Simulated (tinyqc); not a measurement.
MOS inversion layer, Poisson-Schroedinger loop: one step of the calculation.

Electrons confined at an insulator interface at z = 0, treated as a hard wall; parabolic valleys, Hartree approximation, no image or exchange terms. The depletion charge lies far deeper than the electrons and gives a uniform field q Nd/(eps0 eps_r); the gate balances all charge. Energies are counted from the band edge at the interface.

Task. Levels and probability densities. Tridiagonal Hamiltonian with psi = 0 one step beyond both ends: H_ii = C (1/m_(i-1/2) + 1/m_(i+1/2))/hz^2 + V0_i + U_i (+ dE for the set B), H_(i,i+1) = -C/(m_(i+1/2) hz^2), C = hbar^2/(2 m0). The lowest 2 level(s) of each valley set are kept, normalised to hz sum |psi|^2 = 1. The mass is the same on all intervals.

Inputs (values chosen for the exercise); masses and permittivity close to those of silicon (100):
- mz1 = 0.901 m0 (mass along z of valley set A (2 valley(s)))
- mz2 = 0.189 m0 (mass along z of valley set B (4 valley(s)))
- dE = 0 eV (extra shift of set B (strain))
- hz = 0.98 nm (mesh step)

Constants: q = 1.602176634e-19 C, hbar = 1.054571817e-34 J s, m0 = 9.1093837015e-31 kg, hbar^2/(2 m0) = 0.0380998212 eV nm^2. Results are converted to the units shown.

fixed potential V0, node 1 to 14 (eV): [0.002775635, 0.005551271, 0.008326906, 0.011102541, 0.013878177, 0.016653812, 0.019429447, 0.022205083, 0.024980718, 0.027756353, 0.030531988, 0.033307624, 0.036083259, 0.038858894]
self-consistent potential U at the start, node 1 to 14 (eV): [0, 0, 0, 0, 0, 0, 0, 0, 0, 0, 0, 0, 0, 0]

Give: levels; |psi|^2 of A1; |psi|^2 of A2; |psi|^2 of B1; |psi|^2 of B2.

Result.

levels (eV): A1 0.01621, A2 0.02824, B1 0.02799, B2 0.05761
|psi|^2 of A1, node 1 to 14 (1/nm): [0.0603, 0.1734, 0.2365, 0.2202, 0.1583, 0.0932, 0.0466, 0.0203, 0.0078, 0.0027, 0.0008, 0.0002, 0.0001, 0.0000]
|psi|^2 of A2, node 1 to 14 (1/nm): [0.0583, 0.1178, 0.0719, 0.0052, 0.0233, 0.1070, 0.1727, 0.1772, 0.1359, 0.0835, 0.0425, 0.0180, 0.0060, 0.0012]
|psi|^2 of B1, node 1 to 14 (1/nm): [0.0148, 0.0522, 0.0967, 0.1327, 0.1508, 0.1492, 0.1320, 0.1060, 0.0778, 0.0520, 0.0314, 0.0165, 0.0068, 0.0016]
|psi|^2 of B2, node 1 to 14 (1/nm): [0.0280, 0.0847, 0.1174, 0.0984, 0.0463, 0.0052, 0.0073, 0.0516, 0.1093, 0.1465, 0.1446, 0.1081, 0.0573, 0.0157]

Numbers from tinyqc (`OMP_NUM_THREADS=1 python tinyqc.py 2160167 2160168 out.jsonl`; about 1 s on one thread of a shared Intel Xeon 2.30GHz).
